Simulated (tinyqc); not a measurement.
Debye-Callaway model of lattice thermal conductivity: one step, computed by the program tinyqc.

Three acoustic branches with one velocity v, cut at omega_D = k_B Theta/hbar; x = hbar omega/(k_B T). v and Theta are separate inputs: Theta cuts off the heat-carrying modes, so C need not reach 3 k_B/V. gamma is an effective value that sets the umklapp rate.

Task: The integrand on a coarse grid. Rates: point defects A omega^4; umklapp B omega^2 T exp(-Theta/(b T)) with B = hbar gamma^2/(M v^2 Theta); normal processes f_N B omega^2 T (T/Theta)^2. Boundaries: v/L. x runs in ten equal steps to min(Theta/T, 12); g = x^4 e^x/(e^x - 1)^2; tau_C is the inverse of all rates summed; the last column is c tau_C g with c = (k_B/(2 pi^2 v)) (k_B T/hbar)^3.

Inputs (values chosen for the exercise, modelled on gallium arsenide):
```
quantity                              value        unit
sound velocity v                       3710         m/s
Debye temperature Theta                 363           K
mean atomic mass M                     72.3           u
effective Grueneisen parameter gamma   2.28           -
umklapp exponent divisor b                2           -
Casimir length L                        610  micrometre
normal-process factor f_N              0.93           -
temperature T                            77           K
```

Sample: crystal. Point defects: isotopes. Normal processes: included.

Rayleigh coefficient A = 3.874088e-45 s^3

Constants: k_B = 1.380649e-23 J/K; hbar = 1.054571817e-34 J s; u = 1.6605390666e-27 kg.

Give: Integrand.

Result:

Integrand:
```
x          g  tau_C (s)  c tau_C g (W/(m K))
0.471  0.218  4.443e-09                187.2
0.943  0.826  1.104e-09                176.1
1.414  1.698  4.719e-10                154.7
1.886  2.666  2.510e-10                129.2
2.357  3.567  1.500e-10                103.3
2.829  4.273  9.634e-11                 79.5
3.300  4.715  6.500e-11                 59.2
3.771  4.879  4.548e-11                 42.9
4.243  4.792  3.273e-11                 30.3
4.714  4.509  2.411e-11                 21.0
```

The integrand is largest at the lowest frequency shown, whose long lifetime outweighs its small heat capacity.
